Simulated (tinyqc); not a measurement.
# Worked calculation: Weibull analysis of times to dielectric breakdown, with area scaling

Program tinyqc, `OMP_NUM_THREADS=1 python tinyqc.py 2070162 2070163 out.jsonl`; Intel Xeon 2.30GHz, shared host, one thread, about 0.01 s. Printed values are rounded.

Breakdown times follow F(t) = 1 - exp(-(t/t63)^beta). The 10 times below were drawn at random from beta = 1.6, t63 = 79 s and are treated as data; all samples failed.

Values chosen for this exercise:
```
symbol  value  unit                           meaning
A1        170  um^2          area of a test capacitor
A2      2.7e6  um^2          gate area of the product
Fp       1e-6        allowed share of failed products
```

## Median ranks and the Weibull scale

t, i 1 to 10 (s): [36, 39.6, 48.6, 53.9, 67.9, 84.7, 93, 136, 147, 160]

F_i = (i - 0.3)/(n + 0.4) for the sorted times, W_i = ln(-ln(1 - F_i)).

F, i 1 to 10: [0.067308, 0.163462, 0.259615, 0.355769, 0.451923, 0.548077, 0.644231, 0.740385, 0.836538, 0.932692]
W, i 1 to 10: [-2.66384, -1.72326, -1.20202, -0.82167, -0.50860, -0.23037, 0.03292, 0.29903, 0.59398, 0.99269]
ln t, i 1 to 10: [3.58352, 3.67883, 3.88362, 3.98713, 4.21804, 4.43912, 4.53260, 4.91265, 4.99043, 5.07517]

## Straight-line fit

W = ln(-ln(1 - F)) is the Weibull ordinate of each ranked failure. Least squares of W on ln t: beta = sum (x - mean x)(W - mean W)/sum (x - mean x)^2 with x = ln t, and ln t63 = mean x - mean W/beta.

beta = 1.95741
t63 = 99.2220 s

beta is 22 % above the value that made the data and t63 26 % above it.

## Iteration 1: likelihood estimate of beta

beta at the start = 2

Maximum likelihood: a(beta) = 1/beta with a = sum t^beta ln t/sum t^beta - mean ln t. Averaged step: beta(new) = [beta + 1/a(beta)]/2.

beta after iteration 1 = 2.11976

## Iteration 2: likelihood estimate of beta

As before.

beta after iteration 2 = 2.13864

## Course of the iteration

Stop when beta changes by less than 1e-9, or after 40 iterations.

Course of the iteration:
```
iteration     beta    change
1          2.11976     0.120
2          2.13864    0.0189
3          2.14212   3.49e-3
4          2.14278   6.58e-4
5          2.14290   1.25e-4
6          2.14293   2.36e-5
7          2.14293   4.48e-6
8          2.14293   8.50e-7
9          2.14293   1.61e-7
10         2.14293   3.06e-8
11         2.14293   5.80e-9
12         2.14293   1.10e-9
13         2.14293  2.08e-10
```

Converged in 13 iterations.

## Scale parameter and projection to the product

converged beta = 2.14293

t63 = (mean of t^beta)^(1/beta). Defects are spread at random, so -ln(1 - F) is proportional to the area: t63(A2) = t63 (A1/A2)^(1/beta), and the time to the share Fp is t63(A2) (-ln(1 - Fp))^(1/beta).

t63 = 98.4699 s
t63 of the product = 1.07881 s
time to Fp = 0.00171019 s
decades lost against t63 = 4.76026

The straight-line values give 6.10e-4 s for the time to Fp and the values that made the data 3.33e-5 s: with 10 samples beta is uncertain by about 0.78/sqrt(n) = 25 %, and the projection hangs on 1/beta.
